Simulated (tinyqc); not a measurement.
# Worked calculation: floating body of a partially depleted SOI transistor: body voltage and kink

Numbers from tinyqc (`OMP_NUM_THREADS=1 python tinyqc.py 2182183 2182184 out.jsonl`; about 0.2 s on one thread of a shared Intel Xeon 2.30GHz). Printed values are rounded.

Source at 0 V. Channel current Ic = 2 nf K Vt^2 [F(0) - F(Vd)](1 + la Vd), F(V) = ln^2(1 + exp((Vg - VT - nf V)/(2 nf Vt))), VT = VT0 - gb Vb. Saturation voltage Vs = 2 Vt sqrt(F(0)) + 3 Vt, excess Ve = (Vd - Vs + sqrt((Vd - Vs)^2 + 0.0004 V^2))/2, multiplication M1 = Ai Ve exp(-Bl/Ve). Each junction passes D(v) = J1 (exp(v/Vt) - 1) + J2 (exp(v/(2 Vt)) - 1). Bipolar current Ib = bb J1 (exp(Vb/Vt) - 1). The body settles where M1 (Ic + Ib) = D(Vb) + D(Vb - Vd) + Vb/Rb; drain current Id = (1 + M1)(Ic + Ib) - D(Vb - Vd).

Values chosen for this exercise; values of the order met in partially depleted silicon-on-insulator transistors:
```
symbol    value         unit                                                                                            meaning
T           358            K                                                                                        temperature
VT0        0.51            V                                                                     threshold at zero body voltage
gb         0.18                                                                  fall of the threshold per volt of body voltage
nf         1.41                                                                                                    slope factor
K           190  uA/(V^2 um)                                                                              gain factor per width
la         0.09          1/V                                                                   channel-length modulation factor
Ai          2.5          1/V                                                                        impact-ionisation prefactor
Bl          5.5            V                                                                          impact-ionisation voltage
J1      3.3e-11        uA/um                                                      diffusion saturation current of each junction
J2       5.8e-7        uA/um                                                  recombination saturation current of each junction
bb            0                                                 gain of the lateral bipolar transistor on the diffusion current
Rb          1e9      kohm um  resistance of a weak body tie to the source (1e9 stands for no tie, and the term is then dropped)
Vg         0.55            V                                                                                       gate voltage
Vd          2.3            V                                                                                      drain voltage
```

Constants: q = 1.602176634e-19 C, kB = 1.380649e-23 J/K, Vt = kB T/q. Results are converted to the units shown.

Range of the model: The multiplication law is an empirical form chosen for the exercise; self-heating and capacitive coupling to the body are left out, and the linear laws are rough once Vb passes about 0.7 V or M1 about 0.1.

## Starting value

Vb = 0.84 V.

Vb at the start = 0.84 V

## Iteration 1: new Vb

Current into the body I_in = M1 (Ic + Ib) - D(Vb - Vd), current out I_out = D(Vb) + Vb/Rb; f = ln(I_in/I_out), s = df/dVb by central differences over 1e-5 V, Vb(new) = Vb - f/s.

Ic = 3.26467 uA/um
Ve = 2.06540 V
M1 = 0.360122
I_in = 1.17568 uA/um
I_out = 22.5386 uA/um
f = -2.95338
s = -30.6604 1/V
Vb after iteration 1 = 0.743674 V

## Iteration 2: new Vb

As before.

Ic = 2.78085 uA/um
Ve = 2.07635 V
M1 = 0.367153
I_in = 1.02100 uA/um
I_out = 1.07152 uA/um
f = -0.0483026
s = -29.3924 1/V
Vb after iteration 2 = 0.742031 V

## Course of the iteration

Stop when the step is below 1e-10 V, or after 40 iterations.

Course of the iteration:
```
iteration	Vb before the step (V)	step (V)
1	0.84	-0.0963
2	0.743674	-1.64e-3
3	0.742031	-1.08e-6
4	0.742030	-4.69e-13
```

Converged in 4 iterations.

## Drain current with floating and with grounded body

converged Vb = 0.742030 V

Id and VT at the converged Vb, Id at Vb = 0, their ratio, and the bipolar share Ib/(Ic + Ib).

VT = 0.376435 V
Id, floating = 3.79147 uA/um
Id, grounded = 0.785046 uA/um
ratio = 4.82962
bipolar share = 0.00000 %

The body rises to 0.742 V and lowers the threshold by 134 mV.
